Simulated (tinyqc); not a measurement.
Convergence with the plane-wave basis: k.p theory built from an empirical-pseudopotential calculation at Gamma.

Empirical pseudopotential on the fcc lattice, atoms at +/- tau, tau = a (1,1,1)/8, no spin-orbit coupling. H(G,G') = c (2 pi/a)^2 |k + G|^2 delta + VS(q) cos(q.tau) + i VA(q) sin(q.tau), q = G - G', c = hbar^2/2m0; k and G in units of 2 pi/a; VS at |q|^2 = 3, 8, 11 and VA at 3, 4, 11, in rydberg, zero elsewhere. The basis holds all G with |G|^2 up to a cut-off. Energies are counted from the fourth level at Gamma.

For a multiplet A of d_A states, W(B) = (4 c/(3 d_A)) sum over n in A, m in B and i = x, y, z of |<n|G_i|m>|^2 (G in 1/angstrom, <n|G_i|m> = sum_G c_n(G)* G_i c_m(G)); the mean inverse mass of A is 1 + sum_B W(B)/(E_A - E_B). Multiplets with W = 0 are left out.

Valence parameters: D(u) = c + 4 c^2 sum_m <n|u.G|m><m|u.G|n'>/(0 - E_m) on the valence triplet, in units of c, has eigenvalues L, M, M along [100] and (L + 2M + 2N)/3, (L + 2M - N)/3 twice along [111]; g1 = -(L + 2M)/3, g2 = -(L - M)/6, g3 = -N/6.

Constants: hbar^2/2m0 = 3.80998211 eV angstrom^2; Ry = 13.60569312 eV.

Inputs chosen for the exercise (out of a larger set: near those of InAs; not measured data):
- a = 6.054 angstrom (lattice constant)
- VS = (-0.224, 0.001, 0.051) Ry (symmetric form factors)
- VA = (0.082, 0.05, 0.029) Ry (antisymmetric form factors)

E_s is the lowest empty singlet, Ep its W to the valence triplet, m its mass.

Results:
```
cut-off  plane waves  E_s (eV)  Ep (eV)  m (m0)    g1    g2    g3
8                 27     0.628    14.21  0.0424  8.75  3.47  4.07
11                51     0.570    14.59  0.0377  9.69  4.07  4.49
12                59     0.607    14.58  0.0401  9.21  3.77  4.25
16                65     0.596    14.63  0.0393  9.39  3.86  4.34
19                89     0.599    14.63  0.0395  9.35  3.84  4.31
20               113     0.617    14.61  0.0407  9.11  3.72  4.19
24               137     0.620    14.61  0.0408  9.08  3.70  4.18
```

What can be read from this table?

Against the last row, E_s errs most, by -0.050 eV, at cut-off 11, and by -0.002 eV in the last row but one. Ep varies by 2.9 % over the table and m by 11.7 %: the mass, near E_s/Ep, inherits the errors of both. Local form factors fix the converged values only roughly. The gap is a difference of two levels, so it need not converge steadily, and here it does not.

(tinyqc, `OMP_NUM_THREADS=1 python tinyqc.py 1051434 1051435 out.jsonl`, Intel(R) Xeon(R) Processor @ 2.30GHz, 1 thread, shared host, about 0.5 s.)
